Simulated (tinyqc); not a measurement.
Inside a calculation. Model: bias-temperature instability, empirical power law with universal recovery.

Computed by the program tinyqc: `OMP_NUM_THREADS=1 python tinyqc.py 2070078 2070079 out.jsonl`, one thread of a shared Intel Xeon 2.30GHz, about 0.01 s for the whole run. Printed values are rounded.

Threshold-voltage shift at the end of a stress: dV = A (V/V0)^g exp[-(Ea q/kB)(1/T - 1/T0)] (t/1 s)^n. After a delay tr the permanent share pp stays and the rest falls by r = 1/(1 + B (tr/t)^be). An empirical model: its parameters are fits, not properties.

Values chosen for this exercise:
- V0 = 1.8 V (reference stress voltage)
- T0 = 373 K (reference temperature)
- A = 20 mV (shift after 1 s at V0 and T0)
- n = 0.19 (time exponent)
- g = 3.1 (voltage exponent)
- Ea = 0.14 eV (apparent activation energy of the shift)
- pp = 0.47 (permanent share)
- B = 1.1 (recovery scale)
- be = 0.23 (recovery dispersion)
- V = 1.02 V (use voltage)
- T = 358 K (use temperature)
- dc = 70 mV (failure criterion)
- tr = 10 s (delay before the measurement)

Constants: q = 1.602176634e-19 C, kB = 1.380649e-23 J/K. Results are converted to the units shown.

## Shift and lifetime at use conditions

The lifetime solves dV = dc; ten years are 3.15576e8 s.

voltage factor = 0.171916
temperature factor = 0.833188
shift after ten years = 118.010 mV
lifetime = 0.6400 years
largest voltage for ten years = 0.861851 V

The device fails: the shift at ten years is above dc. In time the voltage exponent is g/n = 16.3 and the activation energy Ea/n = 0.737 eV.

## What a delayed measurement sees

t, point 0 to 2 (s): [10, 100, 1000]

At V0 and T0, measured shift = dV [pp + (1 - pp) r]; the apparent exponent is the slope of ln(shift) against ln t between the first and last point.

| point | dV (mV) | share left | measured (mV) |
|---|---|---|---|
| 0 | 30.9763 | 0.722381 | 22.3767 |
| 1 | 47.9767 | 0.791655 | 37.9810 |
| 2 | 74.3070 | 0.853666 | 63.4334 |

apparent n = 0.226261

The delay hides 14.6 % of the last shift and raises the exponent from 0.19 to 0.226, since short stresses recover by a larger share.
